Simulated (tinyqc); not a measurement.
Field-effect mobility of a thin-film transistor with band-tail and deep states (multiple trapping): one step, computed by the program tinyqc.

A thick film in accumulation at small drain voltage. Only free electrons move; trapped ones still screen the gate. N_c and mu_0 are held fixed when T changes, leaving out the T^(3/2) growth of N_c. x = E_0 - psi is the distance of the Fermi level below the band edge.

Problem. Free and trapped densities. F_j(eta) = int_0^infinity x^j/(1 + exp(x - eta)) dx, without a gamma-function factor. Integrals over x = E/(k_B T) use 160 Gauss-Legendre points in u = sqrt(x) from 0 to sqrt(max(eta, 0) + 32). Free n(x) = N_c (2/sqrt(pi)) F_1/2(-x/k_B T), with F_1/2 from its two-term series in exp(-x/k_B T) for x >= 12 k_B T; tail n_t(x) = int_0^1.2eV g_t exp(-E/E_t)/(1 + exp((x - E)/k_B T)) dE, E counted down from the edge, 120 Gauss-Legendre points; deep charge g_d psi; space charge rho(psi) = n + n_t + g_d psi less its value at psi = 0.

Inputs (values chosen for the exercise, modelled on amorphous In2O3):
```
quantity                           value         unit
effective density of states N_c  4.1e+18       1/cm^3
tail density at the edge g_t     5.2e+19  1/(eV cm^3)
tail width E_t                        33          meV
temperature T                        300            K
```

Deep states: included.

Constants: k_B = 8.617333262e-05 eV/K.

Give: Local densities at x = 0.4, 0.3, 0.2, 0.15, 0.1, 0.05, 0 and -0.05 eV.

Solution.

Local densities at x = 0.4, 0.3, 0.2, 0.15, 0.1, 0.05, 0 and -0.05 eV:
```
x (eV)  n (1/cm^3)  n_t (1/cm^3)  n/(n + n_t)
0.40     7.818e+11     3.535e+13       0.0216
0.30     3.741e+13     6.998e+14       0.0507
0.20     1.790e+15     1.295e+16       0.1214
0.15     1.237e+16     5.252e+16       0.1907
0.10     8.505e+16     1.950e+17       0.3037
0.05     5.646e+17     5.995e+17       0.4850
0.00     3.137e+18     1.245e+18       0.7159
-0.05    1.119e+19     1.616e+18       0.8738
```

E_t/k_B T = 1.28: deep in the tail n_t follows exp(-x/E_t), more slowly than n, so the free share grows as the Fermi level rises.
